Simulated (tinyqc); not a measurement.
From results back to parameters: carrier statistics of a doped semiconductor with parabolic bands. Three cases, with inputs chosen for the exercise.

Problem. ni^2 = C^2 (T/300 K)^3 exp(-Eg(T)/kB T) with Eg(T) = Eg0 - al T^2/(T + be). Two intrinsic densities were computed from hidden Eg0 and C = sqrt(Nc Nv) at 300 K.

Constants: kB = 8.617333262e-05 eV/K.

Case 1.

Values chosen (near those of GaP; not measured data):
- al = 0.000572 eV/K (Varshni alpha)
- be = 371 K (Varshni beta)
- T1 = 260 K
- T2 = 450 K

ni(T1) = 0.00125124 1/cm^3
ni(T2) = 1.81610e+07 1/cm^3

Case 2.

Values chosen (near those of Ge; not measured data):
- al = 0.00047 eV/K (Varshni alpha)
- be = 234 K (Varshni beta)
- T1 = 250 K
- T2 = 530 K

ni(T1) = 7.57318e+11 1/cm^3
ni(T2) = 3.34577e+16 1/cm^3

Case 3.

Values chosen (near those of SiC; not measured data):
- al = 0.000663 eV/K (Varshni alpha)
- be = 1332 K (Varshni beta)
- T1 = 320 K
- T2 = 400 K

ni(T1) = 8.63166e-07 1/cm^3
ni(T2) = 0.203178 1/cm^3

Find: Eg0; C.

Solution. y(T) = 2 ln ni - 3 ln(T/300) - al T/((T + be) kB) equals 2 ln C - Eg0/(kB T), a straight line in 1/T; two points give slope and intercept.

Case 1.

Eg0 = 2.348 eV
C = 2.26e+19 1/cm^3

Case 2.

Eg0 = 0.741 eV
C = 7.17e+18 1/cm^3

Case 3.

Eg0 = 3.279 eV
C = 2.46e+19 1/cm^3

Computed by tinyqc, one run a case: `OMP_NUM_THREADS=1 python tinyqc.py N N+1 out.jsonl` with N = 1680568, 1680575, 1680596; one thread of a shared Intel(R) Xeon(R) Processor @ 2.30GHz, about 0.02 s a run at most.
